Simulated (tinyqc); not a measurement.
# Inputs raised by 10 %, one at a time

Model: finite-size error of a charged defect in a periodic cell: Madelung and Makov-Payne terms. Computed by tinyqc, a small Python program. Command: `OMP_NUM_THREADS=1 python tinyqc.py 3010929 3010930 out.jsonl imagecharge sens`. One thread of a shared host (Intel(R) Xeon(R) Processor @ 2.30GHz), about 0.07 s of CPU time with the checks.

L is the cube root of the cell volume. The defect charge is a Gaussian, rho(r) = q (2 pi sigma^2)^(-3/2) exp(-r^2/2 sigma^2), repeated periodically in a uniform neutralising background and screened by a continuum. The model cell energy is E(L) = E_0 + [periodic - isolated electrostatic energy].

Inputs (values chosen for the exercise, for a model host):

| quantity | value | unit |
|---|---|---|
| charge q | 1 | e |
| cell length L | 15 | angstrom |
| dielectric constant eps | 13 | - |
| width sigma of the defect charge | 1.5 | angstrom |
| formation energy of the isolated defect E_0 | 3.549 | eV |

Supercell lattice: fcc. Screening: isotropic.

Constants: e^2/(4 pi eps_0) = 14.39964548 eV angstrom.

Method:
- Cell vectors: (0,1,1), (1,0,1), (1,1,0), scaled to volume L^3.
- Ewald sum for a unit point charge: scale each Cartesian component of the cell by 1/sqrt(eps_i), giving R', G' and V'; E = [ (1/2) sum erfc(eta R')/R' + (2 pi/V') sum exp(-G'^2/4 eta^2)/G'^2 - eta/sqrt(pi) - pi/(2 V' eta^2) ] e^2/(4 pi eps_0) / sqrt(eps_x eps_y eps_z), over n_i = -6..6, omitting n = (0,0,0), eta = 2/V'^(1/3). alpha = -2 E eps_g L/(e^2/(4 pi eps_0)), eps_g = (eps_x eps_y eps_z)^(1/3).
- Periodic energy of the Gaussian: (2 pi q^2/V) sum_(G != 0) exp(-sigma^2 G^2)/(G.eps.G) x e^2/(4 pi eps_0), n_i = -k..k with k = max(9, L/sigma rounded up). Isolated energy: q^2/(2 sqrt(pi) sigma) <1/(n.eps.n)> e^2/(4 pi eps_0), the mean over directions n, here 1/eps.

Runs:

| input moved | from | to | point-charge correction -q^2 E (eV) | finite-size error (eV) | Madelung constant alpha | isolated energy (eV) |
|---|---|---|---|---|---|---|
| base run | - | - | 0.10664 | -0.10200 | 2.8883 | 0.20831 |
| cell length L (angstrom) | 15 | 16.5 | 0.09695 | -0.09346 | 2.8883 | 0.20831 |
| dielectric constant eps | 13 | 14.3 | 0.09695 | -0.09273 | 2.8883 | 0.18937 |
| width sigma of the defect charge (angstrom) | 1.5 | 1.65 | 0.10664 | -0.10103 | 2.8883 | 0.18937 |

Exponents ln(y'/y) / ln(x'/x):

| input | point-charge correction -q^2 E | finite-size error | Madelung constant alpha | isolated energy |
|---|---|---|---|---|
| cell length L | -1 | -0.917 | 0 | 0 |
| dielectric constant eps | -1 | -1.000 | 0 | -1 |
| width sigma of the defect charge | 0 | -0.101 | 0 | -1 |

To which inputs is each result most sensitive?

Among the inputs moved here: point-charge correction -q^2 E answers most in size to cell length L (exponent -1.000), and about equally to dielectric constant eps (-1.000); its exponent is below 0.0005 for width sigma of the defect charge. Its exponent -1.000 in cell length L: the Madelung term goes as 1/L. Its exponent -1.000 in dielectric constant eps: isotropic screening divides every term by eps. Finite-size error answers most in size to dielectric constant eps (exponent -1.000), next to cell length L (-0.917). Its exponent -1.000 in dielectric constant eps: isotropic screening divides every term by eps. Madelung constant alpha hardly depends on these (all exponents below 0.005). Isolated energy answers most in size to dielectric constant eps (exponent -1.000), and about equally to width sigma of the defect charge (-1.000); its exponent is below 0.0005 for cell length L. Its exponent -1.000 in width sigma of the defect charge: the self-energy goes as 1/sigma.
